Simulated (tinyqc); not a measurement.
# Minority carriers and saturation current of a heavily doped emitter: effects of single changes

n-type, parabolic bands, full ionisation. eta = (EF - Ec)/kB T solves N = Nc F12(eta), F12(x) = (2/sqrt(pi)) int_0^infinity sqrt(u)/(1 + exp(u - x)) du. The gap shrinks rigidly by dEg = a3 y^(1/3) + a4 y^(1/4) + a2 y^(1/2), y = N/1e18 cm^-3, an empirical law that is here taken as the true narrowing.

Parameters, values chosen for the exercise; band and dielectric values those of a made-up semiconductor:
```
symbol    value        unit                                     meaning
T           300           K                                 temperature
Eg         1.24          eV                                    band gap
Nc      2.68e19       cm^-3  conduction-band density of states at 300 K
Nv      2.03e19       cm^-3     valence-band density of states at 300 K
a3         18.2         meV               coefficient of (N/1e18)^(1/3)
a4          6.4         meV               coefficient of (N/1e18)^(1/4)
a2          3.9         meV               coefficient of (N/1e18)^(1/2)
mup         190  cm^2/(V s)                      minority-hole mobility
Cn        3e-31      cm^6/s                           Auger coefficient
ts          2.3          us                             defect lifetime
W          1100          nm                               emitter width
S         2.8e5        cm/s       recombination velocity at the contact
```

Constants: q = 1.602176634e-19 C, kB = 1.380649e-23 J/K, Vt = kB T/q. Results are converted to the units shown.

Each table varies one quantity; the others keep the values above.

## Effect of the doping

ni = sqrt(Nc Nv) exp(-Eg/(2 Vt)), Eg in volts; degeneracy factor g = F12(eta) exp(-eta); nie^2 = ni^2 exp(dEg/kB T) g, p0 = nie^2/N; apparent narrowing dEg + kB T ln g. 1/tau = Cn N^2 + 1/ts, D = mup Vt, L = sqrt(D tau); J0 = (q p0 D/L)(s + tanh(W/L))/(1 + s tanh(W/L)), s = S L/D; the share recombining inside is 1 - 1/[cosh(W/L)(1 + tanh(W/L)/s)]. The mobility is held fixed.

Effect of the doping:
```
N (cm^-3)	apparent narrowing (meV)	p0 (cm^-3)	L (nm)	J0 (fA/cm^2)	share inside (%)
5.8e17	23.54	3.440	3.028e4	21.24	0.08696
1.3e18	30.70	2.025	2.284e4	12.51	0.1528
2.8e18	39.50	1.321	1.328e4	8.178	0.4510
6.2e18	51.14	0.9359	6407	5.851	1.913
1.4e19	66.10	0.7393	2880	4.855	8.900
3e19	82.81	0.6586	1348	5.208	31.99
6.6e19	101.7	0.6213	613.0	8.225	74.54
1.5e20	119.1	0.5370	269.7	15.67	97.95
3.2e20	125.7	0.3241	126.4	20.17	99.99
```

What does the comparison show?

The apparent narrowing rises from 23.5 to 126 meV. p0 goes as N^(-0.66) between the first two rows and N^(-0.67) between the last two (-1 without narrowing or degeneracy), and J0 goes from 21.2 through a minimum of 4.86 (at N = 1.4e19 cm^-3 among the rows listed) to 20.2 fA/cm^2. Past the minimum Auger recombination shortens L faster than p0 falls.

## Approximations to the Fermi level

With u = N/Nc: Boltzmann ln u; Joyce-Dixon ln u + 0.353553 u - 4.95009e-3 u^2 + 1.48386e-4 u^3 - 4.42563e-6 u^4; degenerate limit (3 sqrt(pi) u/4)^(2/3). The Einstein ratio is D/(mu Vt) = F12/Fm, Fm(x) = dF12/dx = (1/sqrt(pi)) int_0^infinity u^(-1/2)/(1 + exp(u - x)) du.

Results:
```
N (cm^-3)	N/Nc	eta	Boltzmann	Joyce-Dixon	degenerate	D/(mu Vt)
1.6e18	0.05970	-2.797	-2.818	-2.797	0.1847	1.021
7.9e18	0.2948	-1.118	-1.222	-1.118	0.5355	1.103
1.8e19	0.6716	-0.1628	-0.3980	-0.1628	0.9272	1.233
4e19	1.493	0.9176	0.4005	0.9176	1.579	1.507
8.8e19	3.284	2.301	1.189	2.301	2.671	2.068
2e20	7.463	4.423	2.010	4.421	4.617	3.228
4.4e20	16.42	7.701	2.798	7.604	7.810	5.283
9.8e20	36.57	13.26	3.599	9.251	13.32	8.922
```

Estimate the missing row, N = 3.6e18 cm^-3.

Computed row:
```
N (cm^-3)	N/Nc	eta	Boltzmann	Joyce-Dixon	degenerate	D/(mu Vt)
3.6e18	0.1343	-1.960	-2.007	-1.960	0.3171	1.047
```

With this row back in the table: Boltzmann is within 0.1 of eta up to N/Nc = 0.13, Joyce-Dixon within 0.01 up to 7.5, and the degenerate limit is off by 0.062 in the last row. The Einstein ratio rises from 1.02 to 8.92: degenerate carriers diffuse faster for the same mobility.

Range of the model: Band tails, non-parabolic bands and incomplete ionisation are left out.

tinyqc, about 0.01 s, one thread, Intel Xeon 2.30GHz (shared host): `OMP_NUM_THREADS=1 python tinyqc.py 2330121 2330122 out.jsonl`
